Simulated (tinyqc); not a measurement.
Worked calculation: tight binding, honeycomb lattice. Computed by tinyqc, a small Python program that keeps every step. Settings: t1 = 2.12, t2 = 0.14, phi = 1.57, delta = 1.27, points = 7. Command: `OMP_NUM_THREADS=1 python tinyqc.py 24424 24425 out.jsonl` (the two numbers bound the seeds that draw the settings). One thread of a shared host (Intel(R) Xeon(R) Processor @ 2.60GHz), about 0.01 s of CPU time with the checks.

## Bloch Hamiltonian at k

Parameters chosen for this model:
```
parameter,value,unit
t1,2.120000,"eV, nearest"
t2,0.140000,"eV, second neighbours"
phi,1.570000,"rad, phase of t2 (Haldane)"
delta,1.270000,"eV, +/- on A and B"
```

k point k (fractions of the reciprocal vectors): 0.2500  -0.3700

H_AB = -t1 (1 + exp(-i k.a1) + exp(-i k.a2)); H_AA = delta - 2 t2 sum cos(k.b + phi), H_BB = -delta - 2 t2 sum cos(k.b - phi), b = a1, a2 - a1, -a2.

H(k) at k (eV):
```
,A,B
A,1.9461,-0.6688+0.5746i
B,-0.6688-0.5746i,-1.9455
```

## Levels at k

Diagonalise the Hermitian matrix.

eigenvalues (eV): -2.1359  2.1365

weights |c|^2 of the basis functions:
```
,band 1,band 2
A,0.0446,0.9554
B,0.9554,0.0446
```

## Bloch Hamiltonian at K

k point K (fractions of the reciprocal vectors): 0.3333  0.6667

As before.

H(k) at K (eV):
```
,A,B
A,1.9978,0.0000
B,0.0000,-1.9971
```

## Levels at K

As before.

eigenvalues (eV): -1.9971  1.9978

weights |c|^2 of the basis functions:
```
,band 1,band 2
A,0.0000,1.0000
B,1.0000,0.0000
```

## Bands along a path

The same steps at evenly spaced points between the labelled ones.

Bands along the path (eV):
```
k,band 1,band 2
G,-6.4862,6.4849
G-K 0.20,-6.1312,6.1301
G-K 0.40,-5.1534,5.1528
G-K 0.60,-3.8012,3.8013
G-K 0.80,-2.5227,2.5232
K,-1.9971,1.9978
K-M 0.20,-2.0911,2.0917
K-M 0.40,-2.2793,2.2799
K-M 0.60,-2.4461,2.4466
K-M 0.80,-2.5219,2.5224
M,-2.4711,2.4715
M-K' 0.20,-2.2782,2.2786
M-K' 0.40,-1.9415,1.9420
M-K' 0.60,-1.4734,1.4740
M-K' 0.80,-0.9191,0.9197
K',-0.5422,0.5429
```

With 1 band(s) filled, the highest filled level on these points lies at K' and the lowest empty one at K': a gap of 1.0851 eV, direct.

## Chern number of the lower band

On a 7 x 7 mesh, the phase of the product of overlaps around each plaquette (k1 then k2); the sum over 2 pi is an integer.

plaquette phases (rad):
```
,1,2,3,4,5,6,7
1,0.0000,-0.0128,-0.0507,-0.1034,0.0265,0.0346,0.0136
2,0.0112,-0.0108,-0.0518,-0.1804,-0.1223,0.0448,0.0346
3,0.0346,0.0063,-0.0498,-0.1998,-0.3718,-0.1223,0.0265
4,-0.0046,0.1130,0.0479,-0.1312,-0.1998,-0.1804,-0.1034
5,-0.0530,0.0974,1.4243,0.0479,-0.0498,-0.0518,-0.0507
6,-0.0117,-0.0161,0.0974,0.1130,0.0063,-0.0108,-0.0128
7,-0.0044,-0.0117,-0.0530,-0.0046,0.0346,0.0112,0.0000
```

Chern number = 0.0000
